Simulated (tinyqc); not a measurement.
How thick the regions must be: ionisation potential and affinity of a slab from the planar-averaged potential.

A model of the planar-averaged electrostatic energy of an electron in a periodic cell of N1 periods of A (L1 = N1 n1 h) and N2 periods of vacuum (L2 = N2 n2 h), on z_j = j h: V(z) = f VA + (1 - f) VB + F t(z), VA = V1[0] + V1[1] cos(2 pi z/(n1 h)) + V1[2] cos(4 pi z/(n1 h)), VB the same with V2, n2 and z - L1. f = [tanh(z/w) - tanh((z - L1)/w) + tanh((z - L1 - L2)/w)]/2 + 1/2; t(z) = z - L1/2 in A and (L1/L2)(L1 + L2/2 - z) beyond, so that the cell is periodic.

Running mean over n points, periodic: for odd n the plain mean of the n points centred on j; for even n the n + 1 points with half weight at both ends. The macroscopic average applies the mean over n1 points and then over n2 points.

Parameters, chosen for this exercise (gap near that of InAs; not measured data):

| symbol | value | unit | meaning |
|---|---|---|---|
| h | 0.3 | angstrom | grid step |
| n1 | 6 |  | grid points per period of A |
| n2 | 5 |  | grid points per period of the vacuum filter |
| V1 | (-4.5, 3.13, -0.59) | eV | mean and two harmonics of the potential in A |
| V2 | (0, 0, 0) | eV | the same in vacuum |
| w | 0.48 | angstrom | width of the interfaces |

N1 = N2 = N, no slope (F = 0); dV is read at j = floor(N n1/2) and N n1 + floor(N n2/2). The exact value is V2[0] - V1[0].

Results:

| N | L1 (angstrom) | dV (eV) | error (meV) |
|---|---|---|---|
| 1 | 1.80 | 2.2411 | -2258.89 |
| 2 | 3.60 | 4.1280 | -371.95 |
| 3 | 5.40 | 4.4737 | -26.29 |
| 4 | 7.20 | 4.4992 | -0.77 |
| 5 | 9.00 | 4.5000 | -0.04 |
| 6 | 10.80 | 4.5000 | 0.00 |

The error is below 10 meV from N = 4 on. The two windows together span 3.30 angstrom and must fit between the interface tails, which fall as exp(-2 z/w); the errors at N = 2, 3 and 4 are -371.95, -26.29 and -0.77 meV.

Program tinyqc; command `OMP_NUM_THREADS=1 python tinyqc.py 1850219 1850220 out.jsonl`; about 0.01 s on one thread of a shared Intel(R) Xeon(R) Processor @ 2.30GHz.
